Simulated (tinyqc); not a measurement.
Inside a calculation. Method: coherent transport through a tight-binding region between two chains. One step of it, computed by the program tinyqc.

Task: Transmission at E = -0.17 eV. Surface Green function g = (E - i sqrt(4 t^2 - E^2)) / (2 t^2); self-energy tc^2 g on each contact site; G = (E - H - Sigma)^(-1); Gamma = -2 Im Sigma; T = Gamma_L Gamma_R |G_LR|^2; local density of states -Im G_ii / pi.

H of the central region (eV):
$$\begin{pmatrix}
0.000000 & -1.500000 & 0.000000 & 0.000000 & 0.000000 & -1.500000 \\
-1.500000 & 0.000000 & -1.500000 & 0.000000 & 0.000000 & 0.000000 \\
0.000000 & -1.500000 & 0.000000 & -1.500000 & 0.000000 & 0.000000 \\
0.000000 & 0.000000 & -1.500000 & 0.000000 & -1.500000 & 0.000000 \\
0.000000 & 0.000000 & 0.000000 & -1.500000 & 0.000000 & -1.500000 \\
-1.500000 & 0.000000 & 0.000000 & 0.000000 & -1.500000 & 0.000000
\end{pmatrix}$$

Leads: semi-infinite chains with site energy 0:
```
parameter                           value
lead hopping t (eV)              2.330000
coupling to the left lead (eV)   1.120000
coupling to the right lead (eV)  0.910000
left contact site                       1
right contact site                      6
```

E = -0.170000 eV

Give: g; G; local density of states; transmission.

Result:

g = -0.0157-0.4289i 1/eV

G (1/eV):
$$\begin{pmatrix}
0.0527-0.0408i & 0.3290-0.0070i & -0.0154+0.0400i & -0.3308+0.0116i & -0.0221-0.0386i & 0.3283-0.0159i \\
0.3290-0.0070i & 0.0543-0.0597i & 0.3438+0.0003i & -0.0153+0.0597i & -0.3455+0.0065i & -0.0238-0.0590i \\
-0.0154+0.0400i & 0.3438+0.0003i & 0.0544-0.0399i & 0.3291-0.0048i & -0.0171+0.0394i & -0.3310+0.0093i \\
-0.3308+0.0116i & -0.0153+0.0597i & 0.3291-0.0048i & 0.0526-0.0603i & 0.3436-0.0020i & -0.0137+0.0601i \\
-0.0221-0.0386i & -0.3455+0.0065i & -0.0171+0.0394i & 0.3436-0.0020i & 0.0560-0.0396i & 0.3294-0.0025i \\
0.3283-0.0159i & -0.0238-0.0590i & -0.3310+0.0093i & -0.0137+0.0601i & 0.3294-0.0025i & 0.0510-0.0603i
\end{pmatrix}$$

local density of states (1/eV): [0.0130, 0.0190, 0.0127, 0.0192, 0.0126, 0.0192]

transmission = 0.0826
